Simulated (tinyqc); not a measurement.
The sixth-power law: interface roughness in a thin film (subband fluctuation and scattering).

Square well of width t, barriers V0, c = hbar^2/2m0: E1 solves k t + 2 atan[(k/mz)/(kappa/mb)] = pi, k = sqrt(mz E/c), kappa = sqrt(mb (V0 - E)/c). One interface is rough, so the subband edge fluctuates by G dt with G = |dE1/dt| (central difference of 0.01 angstrom; 2 E1/t for hard walls).

Gaussian roughness spectrum S(q) = pi D^2 Lc^2 exp(-q^2 Lc^2/4). Degenerate gas, taken to fill one subband (the second starts to fill once c kF^2/md exceeds E2 - E1, which is not tested here): kF = sqrt(2 pi Ns/gv), q = 2 kF sin(theta/2), 1/tau = (md/(2 pi c hbar)) G^2 times the integral from 0 to pi of S(q)(1 - cos theta)/eps(q)^2 dtheta, eps(q) = 1 + qs/q with screening (qs = gv md q0/(c eps), q0 = e^2/(4 pi eps0), form factors left out, which overstates the screening; other scattering is left out too, so these values lie far above measured mobilities in all but the thinnest films) or 1 without; mobility = tau c2/md with c2 = e/m0 = 1.75882e15 cm^2/(V s^2); 1e12/cm^2 = 1e-4/angstrom^2.

Constants: hbar^2/2m0 = 3.80998211 eV angstrom^2; hbar = 6.58211957e-16 eV s; e^2/(4 pi eps0) = 14.39964547 eV angstrom.

Values chosen for the exercise (near those of a thin Si channel on (100), two-fold valleys; shifted at random, so the results belong to these values and not to a real crystal): mz = 0.917 m0 (confinement mass); V0 = 3.22 eV (barrier); mb = 0.48 m0 (barrier mass); md = 0.195 m0 (mass in the plane); gv = 2 (valleys); D = 1.1 angstrom (rms height of the roughness); Lc = 38 angstrom (correlation length); Ns = 0.93 x 1e12/cm^2 (sheet density); eps = 7.8 (mean dielectric constant at the channel); ts = (14, 18, 22, 26, 32, 42, 55) angstrom (thicknesses).

Screened mobility against thickness for the finite barrier and for hard walls.

Results:
```
t (angstrom)  E1 (meV)  G (meV/angstrom)  mobility (cm^2/(V s))  the same, hard walls
14               167.0            21.226               7.30e+03              3.68e+03
18               106.1            10.770               2.84e+04              1.66e+04
22                73.3             6.189               8.59e+04              5.55e+04
26                53.6             3.876               2.19e+05              1.51e+05
32                36.2             2.152               7.11e+05              5.25e+05
42                21.5             0.986               3.38e+06              2.69e+06
55                12.8             0.451               1.62e+07              1.35e+07
```

With hard walls G goes as 1/t^3 and the mobility as t^6. With the finite barrier the local exponent is 5.40 at the thin end and 5.80 at the thick end, since the envelope leaks out and softens the dependence. The least value is 7.3e+03 cm^2/(V s). The gate field, which also presses carriers to the interface, is left out. Below about 20 angstrom the effective-mass picture is itself doubtful. Up to t = 26 angstrom G D exceeds half of EF - E1, where the Born rate fails.

Run: tinyqc, `OMP_NUM_THREADS=1 python tinyqc.py 1250637 1250638 out.jsonl`; Intel(R) Xeon(R) Processor @ 2.30GHz, one thread, shared host; about 0.01 s of CPU time with all checks.
